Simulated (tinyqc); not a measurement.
# MOS capacitor on an n-type substrate, surface potential from the exact charge relation: effect of the gate work function on threshold and swing

Uniform n-type substrate, Boltzmann statistics, full ionisation, classical densities. psi is the surface potential against the body (positive when the bands bend down) and u = -psi/Vt. Traps are spread evenly over the gap and neutral at flat band, so their charge is -q Dit psi; the minority quasi-Fermi level is shifted by Vb.

ni = sqrt(Nc Nv) exp(-Eg/(2 Vt)), Eg in volts; phiF = Vt ln(N/ni); Cox = eps0 eox/tox; Vfb = phiM - chi - Vt ln(Nc/N) - q Nf/Cox; VT = Vfb - [(2 phiF + Vb)(1 + q Dit/Cox) + sqrt(2 eps0 eps_r q N (2 phiF + Vb))/Cox]. gamma = sqrt(2 eps0 eps_r q N)/Cox; Wm = sqrt(2 eps0 eps_r (2 phiF + Vb)/(q N)); m = 1 + (eps0 eps_r/Wm + q Dit)/Cox; swing m Vt ln 10; Cmin/Cox = 1/(1 + Cox Wm/(eps0 eps_r)).

Parameters, values chosen for the exercise; band and dielectric values close to those of gallium arsenide:
- T = 300 K (temperature)
- Eg = 1.41 eV (band gap)
- eps_r = 12.9 (relative permittivity)
- Nc = 4.44e17 cm^-3 (conduction-band density of states at T)
- Nv = 8.87e18 cm^-3 (valence-band density of states at T)
- chi = 4 eV (electron affinity)
- N = 5.3e16 cm^-3 (donor density of the substrate)
- eox = 3.9 (relative permittivity of the gate insulator (close to silicon dioxide))
- tox = 21 nm (insulator thickness)
- Nf = 1.4e10 cm^-2 (fixed charge at the interface, in units of q)
- Dit = 0 cm^-2 eV^-1 (density of interface traps)
- Vb = 0 V (reverse bias of the inversion layer against the body)

Constants: q = 1.602176634e-19 C, kB = 1.380649e-23 J/K, Vt = kB T/q, eps0 = 8.8541878128e-14 F/cm where lengths are in cm. Results are converted to the units shown.

The same in every row: 2 phiF (V) = 1.223; gamma (V^0.5) = 0.8470; Wm (nm) = 181.4; m = 1.383; swing (mV/decade) = 82.32; Cmin/Cox = 0.2769.

Results:

| phiM (eV) | Vfb (V) | VT (V) |
|---|---|---|
| 4 | -0.06859 | -2.228 |
| 4.2 | 0.1314 | -2.028 |
| 4.4 | 0.3314 | -1.828 |
| 4.6 | 0.5314 | -1.628 |
| 4.8 | 0.7314 | -1.428 |
| 5.2 | 1.131 | -1.028 |

Estimate the missing row, phiM = 5 eV.

Computed row:

| phiM (eV) | Vfb (V) | VT (V) |
|---|---|---|
| 5 | 0.9314 | -1.228 |

With this row back in the table: As phiM goes from 4 to 5.2, VT rises from -2.23 to -1.03 V, the swing stays at 82.3 mV/decade and Cmin/Cox stays at 0.277. The whole change of VT is that of Vfb: the curve shifts rigidly.

Computed by the program tinyqc: `OMP_NUM_THREADS=1 python tinyqc.py 2060120 2060121 out.jsonl`, one thread of a shared Intel Xeon 2.30GHz, about 0.01 s for the whole run.
